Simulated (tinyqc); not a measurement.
Worked calculation: Rayleigh-quotient iteration on a symmetric matrix. Computed by tinyqc, a small Python program that keeps every step. Settings: method = rayleigh, shift = 0.71. Command: `OMP_NUM_THREADS=1 python tinyqc.py 21523 21524 out.jsonl` (the two numbers bound the seeds that draw the settings). One thread of a shared host (Intel(R) Xeon(R) Processor @ 2.60GHz), about 0.01 s of CPU time with the checks.

## Step 1

A:
```
           1          2          3          4
1   0.583000   1.069000  -0.263000   0.530000
2   1.069000   1.535000   1.354000  -0.294000
3  -0.263000   1.354000   1.580000   1.016000
4   0.530000  -0.294000   1.016000   2.165000
```

vector v at the start: 0.500000  0.500000  0.500000  0.500000

shift = 0.710000

solve (A - shift) w = v; v' = w/|w| with its largest component positive (the first on a tie); lambda = v'^T A v'; the next shift is lambda.

vector after step 1: 0.723501  0.452758  -0.228036  0.468569

Rayleigh quotient after step 1 = 1.702361

## Step 2

As before.

vector after step 2: -0.686912  -0.046189  0.705265  -0.169175

Rayleigh quotient after step 2 = 1.236799

## Course of the iteration

Stop when the residual |A v - lambda v| is below 1e-9.

Steps:

| step | lambda | residual |
|---|---|---|
| 1 | 1.70236097 | 9.89e-01 |
| 2 | 1.23679874 | 4.01e-01 |
| 3 | 1.16370188 | 1.42e-02 |
| 4 | 1.16361115 | 5.99e-07 |
| 5 | 1.16361115 | 5.03e-16 |

all eigenvalues, for comparison: -0.936447  1.163611  2.244696  3.391140

Converged in 5 steps.
